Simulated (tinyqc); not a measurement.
Ion-assisted plasma etching: sheath, surface coverage, synergy and aspect-ratio dependence: one step, computed by the program tinyqc.

Radicals adsorb on bare sites; ions remove covered sites with a high yield and bare sites by sputtering; a slow spontaneous reaction acts everywhere, walls included.

Question. Open-field etch rate. Steady coverage: s G_n (1 - theta) = x Y G_i theta; removal flux = Y G_i theta + Y_p G_i (1 - theta) + k_c G_n; rate = flux/N, 1 cm/s = 6e8 nm/min. Lateral rate = k_c G_n/N; anisotropy = 1 - lateral/vertical; synergy = vertical/(ions alone + radicals alone), with ions alone Y_p G_i/N and radicals alone the lateral rate.

Inputs (values chosen for the exercise, close to those used for silicon in a halogen plasma):

| quantity | value | unit |
|---|---|---|
| gas temperature T_g | 300 | K |
| sticking coefficient s | 0.61 | - |
| radicals per removed unit x | 3 | - |
| spontaneous reaction probability k_c | 9.6e-05 | - |
| solid density N | 5e+22 | 1/cm^3 |

Feature: long trench.

yield Y = 2.107079

sputter yield Y_p = 0.1123216

ion flux G_i = 8.470304e+14 1/(cm^2 s)

radical flux G_n = 6.833049e+17 1/(cm^2 s)

Give: coverage theta; vertical rate; lateral rate; anisotropy; synergy.

Answer.

coverage theta = 0.98732

vertical rate = 21.947 nm/min

lateral rate = 0.78717 nm/min

anisotropy = 0.96413

synergy = 11.378

The surface is nearly saturated: ions limit the ion-assisted part.
